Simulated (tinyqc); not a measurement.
Worked calculation: UKS/B3LYP (VWN-RPA form) in the sto-3g basis, for H3, spin multiplicity 2. One step of it, computed by the program tinyqc.

Problem. Orthogonalisation. S = U s U^T; symmetric (Loewdin) form X = U s^(-1/2) U^T, so that X^T S X = 1.

overlap S:
```
,1H 1s,2H 1s,3H 1s
1H 1s,1.000000,0.327351,0.327351
2H 1s,0.327351,1.000000,0.037027
3H 1s,0.327351,0.037027,1.000000
```

Give: eigenvalues of S; X.

Solution.

eigenvalues of S: 0.5552  0.9630  1.4818

X:
```
,1H 1s,2H 1s,3H 1s
1H 1s,1.0922,-0.1839,-0.1839
2H 1s,-0.1839,1.0452,0.0262
3H 1s,-0.1839,0.0262,1.0452
```
